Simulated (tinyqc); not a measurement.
MOS inversion layer, Poisson-Schroedinger loop: two steps of the calculation.

Electrons confined at an insulator interface at z = 0, treated as a hard wall; parabolic valleys, Hartree approximation, no image or exchange terms. The depletion charge lies far deeper than the electrons and gives a uniform field q Nd/(eps0 eps_r); the gate balances all charge. Energies are counted from the band edge at the interface.

Parameters, values chosen for the exercise; masses and permittivity close to those of germanium (100):
```
symbol   value   unit                                     meaning
T          300      K                                 temperature
eps_r     16.2                              relative permittivity
mz1      0.121     m0  mass along z of valley set A (4 valley(s))
md1      0.293     m0    in-plane density-of-states mass of set A
Ns      1.4e13  cm^-2                  sheet density of electrons
Nd        1e11  cm^-2           sheet density of depletion charge
hz        0.92     nm                                   mesh step
```

Constants: q = 1.602176634e-19 C, kB = 1.380649e-23 J/K, hbar = 1.054571817e-34 J s, m0 = 9.1093837015e-31 kg, Vt = kB T/q, eps0 = 8.8541878128e-14 F/cm where lengths are in cm, hbar^2/(2 m0) = 0.0380998212 eV nm^2. Results are converted to the units shown.

Problem 1. Converged levels, occupations and centroid. Tridiagonal Hamiltonian with psi = 0 one step beyond both ends: H_ii = C (1/m_(i-1/2) + 1/m_(i+1/2))/hz^2 + V0_i + U_i, H_(i,i+1) = -C/(m_(i+1/2) hz^2), C = hbar^2/(2 m0). The lowest 2 level(s) are kept, normalised to hz sum |psi|^2 = 1. The mass is the same on all intervals.

Level k holds N_k = D_k Vt ln(1 + exp((EF - E_k)/Vt)) with D = 4 md1 m0 q/(pi hbar^2) per eV (spin included); EF is fixed by sum N_k = Ns.

Solve for the levels with V0 + U, find EF, n_i = sum_k N_k |psi_k|^2 (in cm^-3); share of each level N_k/Ns; centroid sum n z/sum n.

```
node,z (nm),fixed potential V0 (eV),converged U (eV)
1,0.92,0.001027625,0.14386738
2,1.84,0.002055249,0.26466578
3,2.76,0.003082874,0.34463100
4,3.68,0.004110498,0.39097085
5,4.6,0.005138123,0.41698799
6,5.52,0.006165747,0.43231839
7,6.44,0.007193372,0.44223274
8,7.36,0.008220997,0.44923026
9,8.28,0.009248621,0.45441227
10,9.2,0.010276246,0.45827537
11,10.12,0.011303870,0.46109044
12,11.04,0.012331495,0.46305672
13,11.96,0.013359119,0.46435191
14,12.88,0.014386744,0.46514115
15,13.8,0.015414368,0.46557324
16,14.72,0.016441993,0.46577495
17,15.64,0.017469618,0.46584686
18,16.56,0.018497242,0.46586120
```

Give: levels; EF; shares; n; centroid.

Solution 1.

levels (eV): A1 0.3932, A2 0.4833
EF = 0.4093 eV
shares (%): A1 94.98, A2 5.02

```
node,n (1e19 cm^-3)
1,2.440
2,4.319
3,3.557
4,2.150
5,1.130
6,0.573
7,0.309
8,0.192
9,0.140
10,0.111
11,0.090
12,0.071
13,0.054
14,0.038
15,0.024
16,0.014
17,0.006
18,0.002
```

centroid = 2.979 nm

Problem 2. Closed-form estimates. Triangular well: E_k = a_k (C F^2/mz)^(1/3), a_1 = 2.338107, a_2 = 4.087949, C = hbar^2/(2 m0), F in eV/nm. Fang-Howard (all electrons in the lowest level of set A): b^3 = 6 (mz1/C) q (Nd + 11 Ns/32)/(eps0 eps_r), centroid 3/b, level C b^2/(4 mz1) + (3/b) q (Nd + 11 Ns/16)/(eps0 eps_r). Use F = q (Nd + Ns)/(eps0 eps_r), the surface field, and F = q (Nd + Ns/2)/(eps0 eps_r).

Give: A1 with the surface field; A1 with Nd + Ns/2; A2 with Nd + Ns/2; b; Fang-Howard centroid; Fang-Howard level.

Solution 2.

A1 with the surface field = 0.46390 eV
A1 with Nd + Ns/2 = 0.29362 eV
A2 with Nd + Ns/2 = 0.51336 eV
b = 1.0150 1/nm
Fang-Howard centroid = 2.9557 nm
Fang-Howard level = 0.40217 eV

Program tinyqc, `OMP_NUM_THREADS=1 python tinyqc.py 2160138 2160139 out.jsonl`; Intel Xeon 2.30GHz, shared host, one thread, about 0.8 s.
